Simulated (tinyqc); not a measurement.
Chemical-mechanical planarisation: Preston law, pattern density and step-height reduction: one step, computed by the program tinyqc. Command: `OMP_NUM_THREADS=1 python tinyqc.py 3008903 3008904 out.jsonl cmp walk`. One thread of a shared host (Intel(R) Xeon(R) Processor @ 2.30GHz), about 0.01 s of CPU time with the checks.

A row of 12 cells, repeated periodically, holds raised features that cover a share rho of each cell.

Question. State at time t. While h > h_c only raised areas polish, at R0/rho_eff, until t_c = rho_eff (h0 - h_c)/R0. After that h = h_c exp(-(t - t_c)/tau), tau = rho_eff h_c/R0; low areas polish at R0 (1 - h/h_c) and raised areas at R0 [1 + (1 - rho_eff) h/(rho_eff h_c)]. Removed from raised areas after t_c: h0 - h_c + R0 (t - t_c) + (1 - rho_eff)(h_c - h); from low areas: R0 (t - t_c) - rho_eff (h_c - h). Film left = z0 less the removal from raised areas.

Inputs (values chosen for the exercise, close to those used for oxide polishing):
```
quantity                        value  unit
initial step height h0            610    nm
contact height h_c                140    nm
film above the raised areas z0    950    nm
polish time t                      73     s
```

effective densities: 0.2497859  0.4026765  0.6927212  0.7027577  0.5355795  0.3712141  0.3654270  0.3506182  0.5085872  0.7319850  0.7361481  0.4524997

blanket rate R0 = 3.781975 nm/s

Give: Cells; range of film left across the row; largest remaining step; thinnest film left.

Answer.

Cells:
```
cell  rho_eff  t_c (s)  step h (nm)  removed, raised (nm)  removed, low (nm)  film left on raised areas (nm)
1      0.2498    31.04          1.5                 732.6              124.1                           217.4
2      0.4027    50.04         30.0                 622.5               42.5                           327.5
3      0.6927    86.09        211.4                 398.6                0.0                           551.4
4      0.7028    87.33        217.1                 392.9                0.0                           557.1
5      0.5356    66.56        101.2                 512.4                3.6                           437.6
6      0.3712    46.13         19.8                 647.2               57.0                           302.8
7      0.3654    45.41         18.2                 651.6               59.8                           298.4
8      0.3506    43.57         14.5                 662.8               67.3                           287.2
9      0.5086    63.20         83.2                 535.0                8.2                           415.0
10     0.7320    90.97        232.8                 377.2                0.0                           572.8
11     0.7361    91.48        235.0                 375.0                0.0                           575.0
12     0.4525    56.23         51.5                 581.9               23.3                           368.1
```

range of film left across the row = 357.6 nm

largest remaining step = 235.0 nm

thinnest film left = 217.4 nm

8 of 12 cells have reached contact. The cell with the lowest rho_eff has lost the most film from its raised areas.
